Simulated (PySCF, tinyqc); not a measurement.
RKS/PBE in the sto-3g basis, for H3+, spin multiplicity 1, step by step. The lowest restricted solution is unstable here: a spin-polarised one lies 0.0018 hartree lower (PySCF). One step of it, computed by the program tinyqc.

Problem. Iteration 1: building the Kohn-Sham matrix. J_ij = sum D_kl (ij|kl); F = H + J + V_xc; E = tr D H + tr D J / 2 + E_xc + E_nn.

D at the start:
```
          1H 1s     2H 1s     3H 1s
1H 1s  1.215084  0.419376  0.419376
2H 1s  0.419376  0.144744  0.144744
3H 1s  0.419376  0.144744  0.144744
```

core Hamiltonian H = T + V (hartree):
```
           1H 1s      2H 1s      3H 1s
1H 1s  -1.211717  -0.445758  -0.445758
2H 1s  -0.445758  -1.026535  -0.046791
3H 1s  -0.445758  -0.046791  -1.026535
```

Two-electron integrals (ij|kl) in chemists' order, unique and non-zero (hartree):
```
(11|11) 0.774606   (21|11) 0.159927   (21|21) 0.048962   (22|11) 0.364839
(22|21) 0.159927   (22|22) 0.774606   (31|11) 0.159927   (31|21) 0.031421
(31|22) 0.073922   (31|31) 0.048962   (32|11) 0.014447   (32|21) 0.003577
(32|22) 0.009896   (32|31) 0.003577   (32|32) 0.000323   (33|11) 0.364839
(33|21) 0.073922   (33|22) 0.187363   (33|31) 0.159927   (33|32) 0.009896
(33|33) 0.774606
```

nuclear repulsion = 0.93692849 hartree

V_xc (hartree):
```
           1H 1s      2H 1s      3H 1s
1H 1s  -0.472476  -0.097658  -0.097658
2H 1s  -0.097658  -0.296000  -0.008227
3H 1s  -0.097658  -0.008227  -0.296000
```

E_xc = sum of w rho eps_xc = -0.64469981 hartree

Give: Coulomb J; Kohn-Sham matrix F; total energy of this density.

Solution.

Coulomb J (hartree):
```
        1H 1s   2H 1s   3H 1s
1H 1s  1.3193  0.2966  0.2966
2H 1s  0.2966  0.7816  0.0265
3H 1s  0.2966  0.0265  0.7816
```

Kohn-Sham matrix F (hartree):
```
         1H 1s    2H 1s    3H 1s
1H 1s  -0.3649  -0.2468  -0.2468
2H 1s  -0.2468  -0.5410  -0.0285
3H 1s  -0.2468  -0.0285  -0.5410
```

total energy of this density = -1.071300 hartree

This density is the starting one.
